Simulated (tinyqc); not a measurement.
# From junction depth x_j back to length scale l

Model: sheet resistance and Hall data of a diffused or implanted layer. Computed by tinyqc, a small Python program. Command: `OMP_NUM_THREADS=1 python tinyqc.py 3027180 3027181 out.jsonl layer inv`. One thread of a shared host (Intel(R) Xeon(R) Processor @ 2.30GHz), about 0.01 s of CPU time with the checks.

Carriers are taken equal to the net active doping down to the junction (full ionisation, which deep dopants in wide-gap hosts do not reach; no spill-over, no depletion), and the Hall factor is 1.

Inputs (values chosen for the exercise, modelled on aluminium in 4H-SiC): peak concentration N_0 = 5.3e+19 1/cm^3; background doping N_B (opposite type) = 3.8e+16 1/cm^3.

Profile: complementary error function. Activation: complete.

Method. N(x) = N_0 erfc(x/l), dose N_0 l/sqrt(pi), junction x_j = l erfc^-1(N_B/N_0).

Task: A run gave the result below. Find the length scale l, known to lie between 180 and 420 nm.

junction depth x_j = 566.6988 nm

Result:

Each step takes the trial c = (a f_b - b f_a)/(f_b - f_a), f being the result less the target and a, b, c the logarithms of the listed values; c replaces end b, the old b replaces a if the sign of f changed, and otherwise f_a is halved.

Scan of the range:
```
length scale l (nm)  junction depth x_j (nm)
180                                   430.59
207                                   495.17
239                                   571.72
275                                   657.84
317                                   758.31
365                                   873.13
420                                  1004.70
```

False position (Illinois rule, in the logarithm of the input) inside the bracket:
```
step    end a    end b    trial  junction depth x_j (nm)
1     207.000  239.000  236.756                  566.354
2     239.000  236.756  236.899                  566.697
3     239.000  236.899  236.901                  566.700
4     236.899  236.901  236.900                  566.699
```

Junction depth x_j rises at every point of a 13-point scan of the range (every second point is shown), so one value fits; it is bracketed by 207 and 239. The scan shows a pure power law with exponent 1.000, so scaling from any one row also gives the answer directly. Answer: length scale l = 236.9 nm.
